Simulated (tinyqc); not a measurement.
# Input admittance of a MOSFET at zero drain bias: distributed channel and distributed gate: two studies

Source and drain grounded, strong inversion, w = 2 pi f, Cox = eps0 eox/tox. The channel is an RC line of resistance 1/(mu Cox Vo) per square fed from both ends, so one finger has the intrinsic admittance y = i w Cox L tanh(g)/g per width, g = (1/2) sqrt(i w tau), tau = L^2/(mu Vo). The vertical resistance rv/L is in series with y, the overlaps 2 i w Cov in parallel: y_t = 1/(1/y + rv/L) + 2 i w Cov. The gate strip is a line of Rsh/L per length loaded by y_t, so a finger has Y = y_t Wf tanh(k)/k, k = (Wf/sd) sqrt(y_t Rsh/L); the device has Nf Y.

Inputs (values chosen for the exercise); values of the order met in silicon radio-frequency transistors:
- eox = 7.33 (relative permittivity of the gate insulator (close to silicon nitride))
- tox = 7.9 nm (insulator thickness)
- L = 0.2 um (channel length)
- Wf = 1.3 um (finger width)
- Nf = 8 (number of fingers)
- mu = 340 cm^2/(V s) (channel mobility)
- Vo = 0.2 V (gate overdrive)
- Rsh = 34 ohm/square (sheet resistance of the gate)
- rv = 0 ohm um^2 (vertical resistivity of the gate stack)
- sd = 1 (number of ends at which a finger is contacted)
- Cov = 0.34 fF/um (overlap and fringe capacitance on each side)
- f = 16 GHz (frequency)

Constants: eps0 = 8.8541878128e-14 F/cm where lengths are in cm. Results are converted to the units shown.

Each table varies one quantity; the others keep the values above.

## Input impedance against frequency

Low-frequency limits, with c = Cox L and ct = c + 2 Cov: R_strip = Rsh Wf/(3 sd^2 L Nf), R_ch = (c/ct)^2 L/(12 mu Cox Vo Wf Nf), R_vert = (c/ct)^2 rv/(L Wf Nf), C = ct Wf Nf. Z = 1/(Nf Y) = R + 1/(i w C), Q = |Im Z|/R, far-point signal |1/cosh k|.

The same in every row: low-frequency R (ohm) = 23.559.

Result of one run:
```
f (GHz)      w tau       |k|  R (ohm)  C (fF)       Q  signal at the far point
0.2      0.0073920  0.028960   23.559  24.160  1398.1                   1.0000
```

What becomes of these results when the frequency f is changed from 0.2 to 3 GHz, all else the same?

Result of the changed run:
```
f (GHz)    w tau      |k|  R (ohm)  C (fF)       Q  signal at the far point
3        0.11088  0.11216   23.558  24.159  93.212                  0.99995
```

The whole series:
```
f (GHz)      w tau       |k|  R (ohm)  C (fF)       Q  signal at the far point
0.2      0.0073920  0.028960   23.559  24.160  1398.1                   1.0000
0.4       0.014784  0.040956   23.559  24.160  699.05                   1.0000
1         0.036960  0.064757   23.559  24.160  279.62                  0.99999
3          0.11088   0.11216   23.558  24.159  93.212                  0.99995
7          0.25872   0.17131   23.557  24.156  39.957                  0.99970
20         0.73920   0.28928   23.542  24.124  14.012                  0.99761
50          1.8480   0.45473   23.455  23.941  5.6687                  0.98566
100         3.6960   0.63081   23.157  23.326  2.9465                  0.94994
300         11.088   0.96488   20.741  19.141  1.3363                  0.80347
```

R falls from 23.6 to 20.7 ohm and C falls from 24.2 to 19.1 fF. Q goes as f^(-1.00) between the first two rows and f^(-0.72) between the last two, where w tau = 11.1 and |k| = 0.965. The low-frequency limits hold both R and C within 5 % up to f = 100 GHz among the rows.

## Effect of the gate overdrive

Same model as above.

Results:
```
Vo (V)     w tau      |k|  R (ohm)  low-frequency R (ohm)  C (fF)       Q  signal at the far point
0.2      0.59136  0.25884   23.548                 23.559  24.137  17.501                  0.99846
0.35     0.33792  0.25897   17.406                 17.409  24.151  23.663                  0.99896
0.5      0.23654  0.25900   14.947                 14.949  24.154  27.552                  0.99916
0.65     0.18196  0.25901   13.623                 13.624  24.156  30.228                  0.99927
0.8      0.14784  0.25902   12.795                 12.796  24.156  32.183                  0.99933
1.1      0.10752  0.25902   11.817                 11.818  24.157  34.846                  0.99941
1.25    0.094617  0.25902   11.504                 11.504  24.157  35.794                  0.99944
```

Estimate the missing row, Vo = 0.95 V.

Computed row:
```
Vo (V)    w tau      |k|  R (ohm)  low-frequency R (ohm)  C (fF)       Q  signal at the far point
0.95    0.12450  0.25902   12.229                 12.229  24.157  33.673                  0.99938
```

With this row back in the table: As Vo goes from 0.2 to 1.25, R falls from 23.5 to 11.5 ohm, C stays near 24.2 fF and Q rises from 17.5 to 35.8. Only the channel term depends on Vo.

tinyqc, about 0.01 s, one thread, Intel Xeon 2.30GHz (shared host): `OMP_NUM_THREADS=1 python tinyqc.py 2262034 2262035 out.jsonl`
